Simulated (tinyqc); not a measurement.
Worked calculation: shallow donor in effective-mass theory, with valley-orbit splitting. Values are carried at full precision from step to step, so a last printed digit may differ when a step is redone from the rounded ones.

Constants: Ry = 13.60569312 eV; a0 (Bohr radius) = 0.5291772105 angstrom; hbar^2/2m0 = 3.80998211 eV angstrom^2; e^2/(4 pi eps0) = 14.39964547 eV angstrom.

Parameters, chosen for this exercise (near those of a group-V donor in Si; the results hold for these values, not for the real material):
- ml = 0.911 m0 (longitudinal mass)
- mt = 0.195 m0 (transverse mass)
- eps = 11.7 (dielectric constant)
- a = 29.2 angstrom (trial radius across the axis)
- b = 12.3 angstrom (trial radius along the axis)
- E0 = -30.1 meV (single-valley level)
- D0 = 4.37 meV (central-cell shift)
- D1 = 2.14 meV (coupling of perpendicular valleys)
- D2 = 1.53 meV (coupling of opposite valleys)
- Ds = 37.8 meV (strain splitting: z valleys less the others)

## Hydrogen-like estimates

Ry* = Ry m/eps^2 and a* = a0 eps/m for four choices of one mass: mt, the conductivity mass 3/(1/ml + 2/mt), the density-of-states mass (ml mt^2)^(1/3), and ml.

Estimates:
```
mass               m (m0)  Ry* (meV)  a* (angstrom)
mt                 0.1950      19.38          31.75
conductivity       0.2642      26.26          23.43
density of states  0.3260      32.40          18.99
ml                 0.9110      90.55           6.80
```

## Energy of one trial function

One valley: H = -c [(d2/dx2 + d2/dy2)/mt + (d2/dz2)/ml] - q/(eps r), c = hbar^2/2m0, q = e^2/(4 pi eps0). Trial function exp(-sqrt((x^2 + y^2)/a^2 + z^2/b^2)) with a > b: T = (c/3)(2/(mt a^2) + 1/(ml b^2)), V = -(q/eps) atan(u/b)/u, u = sqrt(a^2 - b^2). The central cell of the impurity is left out.

Evaluate T, V and E. Scaling both radii by f changes T to T/f^2 and V to V/f, so the best factor is f = -2T/V, with energy -V^2/(4T).

T = 24.491 meV
V = -52.793 meV
E = -28.301 meV
best scale factor = 0.9278
energy after scaling = -28.450 meV

The virial ratio -V/T is 2.156; it is 2 at the best scale. Scaling gains 0.148 meV.

## Scan over the shape

For each ratio b/a = 0.2, 0.3, ..., 0.9 the best scale follows from a = -2 T1/V1, with T1 and V1 taken at a = 1 angstrom.

Scan:
```
b/a  a (angstrom)  b (angstrom)  E (meV)
0.2         55.67         11.13  -15.451
0.3         34.91         10.47  -23.393
0.4         27.93         11.17  -27.870
0.5         25.00         12.50  -29.765
0.6         23.69         14.21  -30.109
0.7         23.16         16.21  -29.599
0.8         23.04         18.43  -28.649
0.9         23.16         20.84  -27.493
```

The best listed ratio is 0.6; (mt/ml)^(1/2) = 0.46 and (mt/ml)^(1/3) = 0.60 are common guesses.

## The minimum

Minimise over a and b. The Mott estimate n_c = (0.25/a_m)^3 uses a_m = (a^2 b)^(1/3); 1/angstrom^3 = 1e24/cm^3.

a = 23.87 angstrom
b = 13.86 angstrom
E = -30.126 meV
a_m = 19.91 angstrom
n_c = 1.98 x 1e18/cm^3

b/a = 0.581. The binding energy is 1.554 times Ry*(mt). The central cell of a real donor shrinks the orbit and raises n_c (3.7 x 1e18/cm^3 for P in Si).

## The valley-orbit matrix

Basis: the 1s envelopes of the valleys +x, -x, +y, -y, +z, -z. Diagonal E0 - D0, element -D2 between opposite valleys and -D1 between perpendicular ones. Strain along [001] adds 2 Ds/3 to the z valleys and -Ds/3 to the others.

Fill it in with the strain.

H (meV), rows +x, -x, +y, -y, +z, -z and columns alike:
```
[[-47.070, -1.530, -2.140, -2.140, -2.140, -2.140],
 [-1.530, -47.070, -2.140, -2.140, -2.140, -2.140],
 [-2.140, -2.140, -47.070, -1.530, -2.140, -2.140],
 [-2.140, -2.140, -1.530, -47.070, -2.140, -2.140],
 [-2.140, -2.140, -2.140, -2.140, -9.270, -1.530],
 [-2.140, -2.140, -2.140, -2.140, -1.530, -9.270]]
```

## Levels and ground state

Diagonalise. For the lowest state give the amplitudes (positive) and (sum of amplitudes)^2/6, the contact density relative to no strain.

levels (meV): [-53.733, -45.540, -45.540, -44.320, -9.947, -7.740]

amplitudes: +x 0.4951, -x 0.4951, +y 0.4951, -y 0.4951, +z 0.0987, -z 0.0987

relative contact density = 0.7905

The z valleys hold 1.9 % of the ground state, against 33.3 % without strain.

## Checks

- Energy from 21 anisotropic Gaussians against the two-parameter function, meV: -30.16 against -30.13.
- Unstrained levels against E0 - D0 - 4 D1 - D2 (A1), E0 - D0 + D2 (T2, threefold) and E0 - D0 + 2 D1 - D2 (E, twofold): they agree to 1e-10 or better.

Computed by tinyqc, a small Python program: `OMP_NUM_THREADS=1 python tinyqc.py 1251708 1251709 out.jsonl` (the numbers bound the seed that draws the inputs); one thread of a shared host (Intel(R) Xeon(R) Processor @ 2.30GHz), about 0.01 s for the whole set of steps.
